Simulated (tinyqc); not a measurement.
MOSFET in the linear regime without short-channel effects, parameter extraction from computed curves: one step of the calculation.

Inversion charge Q = Cox n Vt W0(exp((Vg - VT)/(n Vt))), W0 the Lambert function and n = nf; u = Q/Cox; mobility mu = mu0/(1 + th1 u + th2 u^2); channel resistance Rch = (L - dL)/(W mu Q); Id = Vd/(Rch + Rsd/W). Cox = eps0 eox/tox. Small Vd, no channel-length or drain effects.

Problem. The Y function. Y_i = Id_i/sqrt(gm_i). For Id = beta Vd x/(1 + th x), x = Vg - VT, Y = sqrt(beta Vd) x whatever th. Slope s from points 7 and 10; VT_Y = Vg - Y/s at point 10; beta = s^2/Vd; mobility beta L/(W Cox) with the drawn L; th* = (beta Vd x/Id - 1)/x at point 10.

Parameters, values chosen for the exercise; channel values of the order met in silicon transistors:
```
symbol  value        unit                                                               meaning
eox      21.9              relative permittivity of the gate insulator (close to hafnium oxide)
tox       7.8          nm                                                   insulator thickness
mu0       140  cm^2/(V s)                                                    low-field mobility
th2         0       1/V^2                                    second mobility attenuation factor
W           1          um                                                            gate width
L         1.7          um                                                     drawn gate length
dL      0.009          um                                           drawn less effective length
Vd       0.05           V                                                         drain voltage
```

Constants: eps0 = 8.8541878128e-14 F/cm where lengths are in cm. Results are converted to the units shown.

Vg, point 0 to 11 (V): [0.37, 0.49, 0.61, 0.73, 0.85, 0.97, 1.09, 1.21, 1.33, 1.45, 1.57, 1.69]
Id, point 0 to 11 (uA): [1.9775943e-4, 0.0079186343, 0.18723797, 0.87233704, 1.7627551, 2.6688241, 3.5418960, 4.3686018, 5.1462540, 5.8759968, 6.5604194, 7.2025992]
gm, point 1 to 10 (uS): [0.77933419, 3.6017434, 6.5646548, 7.4853628, 7.4130872, 7.0824069, 6.6848248, 6.2808125, 5.8923560, 5.5275099]

Find: Y; s; VT_Y; beta; mobility from Y; th*.

Solution.

Y, point 1 to 10 (uA^0.5 V^0.5): [0.008970, 0.09866, 0.3405, 0.6443, 0.9802, 1.331, 1.690, 2.053, 2.421, 2.790]
s = 3.058 uA^0.5 V^-0.5
VT_Y = 0.6574 V
beta = 187.0 uA/V^2
mobility from Y = 127.9 cm^2/(V s)
th* = 0.3293 1/V

The mobility from Y is 9.2 % below mu0 L/(L - dL) = 141 cm^2/(V s), which it should reach in deep inversion when th2 = 0.

tinyqc, about 0.01 s, one thread, Intel Xeon 2.30GHz (shared host): `OMP_NUM_THREADS=1 python tinyqc.py 2210138 2210139 out.jsonl`
